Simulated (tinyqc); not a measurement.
Inside a calculation. Method: geometry optimisation on the UHF/sto-3g surface (energies and gradients from PySCF), for H4, spin multiplicity 3. Computed by tinyqc, a small Python program that keeps every step (integrals from PySCF). Settings: charge = 0, multiplicity = 3, basis = sto-3g, optimiser = sd, first Hessian = 0.15, largest step = 0.5, iteration cap = 30. Command: `OMP_NUM_THREADS=1 python tinyqc.py 22237 22238 out.jsonl` (the two numbers bound the seeds that draw the settings). One thread of a shared host (Intel(R) Xeon(R) Processor @ 2.60GHz), about 2 s of CPU time with the checks.

## Step 1: energy and gradient

positions at the start (bohr):
```
            x          y         z
1H   0.013228   0.022677  0.034015
2H   0.083148  -0.028346  1.664849
3H  -0.092597   2.107045  0.096376
4H  -0.092597   2.088147  1.517450
```

Self-consistent energy and analytic gradient at these positions.

energy = -1.79295426 hartree

gradient (hartree/bohr):
```
              x            y            z
1H   0.00659283   0.00433613   0.25021426
2H  -0.00660000  -0.00028118  -0.23663212
3H   0.00306465   0.00490191   0.13441762
4H  -0.00305749  -0.00895686  -0.14799975
```

## Step 1: move

Steepest descent, p = -g / 0.15; steps longer than 0.5 bohr are cut back (factor 0.188 here).

positions after step 1 (bohr):
```
            x          y          z
1H   0.004956   0.017236  -0.279929
2H   0.091429  -0.027993   1.961752
3H  -0.096442   2.100894  -0.072278
4H  -0.088760   2.099386   1.703146
```

## Step 2: energy and gradient

As before.

energy = -1.89538724 hartree

gradient (hartree/bohr):
```
              x            y            z
1H   0.00006832   0.02131920   0.07658735
2H  -0.00300990   0.02300331  -0.07114288
3H   0.00250940  -0.01585920  -0.03548708
4H   0.00043218  -0.02846331   0.03004261
```

## Step 2: move

Steepest descent, p = -g / 0.15; steps longer than 0.5 bohr are cut back (factor 0.609 here).

positions after step 2 (bohr):
```
            x          y          z
1H   0.004679  -0.069368  -0.591047
2H   0.103656  -0.121439   2.250753
3H  -0.106636   2.165318   0.071880
4H  -0.090516   2.215011   1.581105
```

## Convergence

Stop when the largest gradient component is below 3e-5 hartree/bohr.

Course of the optimisation:

| step | E (hartree) | largest gradient (hartree/bohr) |
|---|---|---|
| 1 | -1.79295426 | 2.50e-01 |
| 2 | -1.89538724 | 7.66e-02 |
| 3 | -1.96023088 | 5.54e-02 |
| 4 | -1.97808860 | 2.01e-01 |
| 5 | -1.97189845 | 1.25e-01 |
| 6 | -1.99442061 | 1.93e-01 |
| 7 | -1.97999604 | 1.32e-01 |
| 8 | -2.00366528 | 1.90e-01 |
| 9 | -1.98518792 | 1.35e-01 |
| 10 | -2.00960953 | 1.87e-01 |
| 11 | -1.98878088 | 1.37e-01 |
| 12 | -2.01373854 | 1.85e-01 |
| 13 | -1.99140298 | 1.38e-01 |
| 14 | -2.01676283 | 1.84e-01 |
| 15 | -1.99339332 | 1.39e-01 |
| 16 | -2.01906609 | 1.83e-01 |
| 17 | -1.99495075 | 1.40e-01 |
| 18 | -2.02087373 | 1.82e-01 |
| 19 | -1.99619936 | 1.40e-01 |
| 20 | -2.02232678 | 1.81e-01 |
| 21 | -1.99722043 | 1.41e-01 |
| 22 | -2.02351786 | 1.80e-01 |
| 23 | -1.99806937 | 1.41e-01 |
| 24 | -2.02451025 | 1.80e-01 |
| 25 | -1.99878515 | 1.41e-01 |
| 26 | -2.02534860 | 1.79e-01 |
| 27 | -1.99939598 | 1.41e-01 |
| 28 | -2.02606526 | 1.79e-01 |
| 29 | -1.99992271 | 1.42e-01 |
| 30 | -2.02668423 | 1.78e-01 |

Distances after the last move, whose energy is not in the table (angstrom):

| pair | distance |
|---|---|
| 2H-1H | 2.485594 |
| 3H-1H | 1.977490 |
| 3H-2H | 2.530040 |
| 4H-1H | 2.583154 |
| 4H-2H | 2.089797 |
| 4H-3H | 0.970693 |

Not converged within 30 steps: the energy rises at some steps, so steps overshoot. Reruns: method bfgs, first Hessian 0.6, largest step 0.3: not converged.
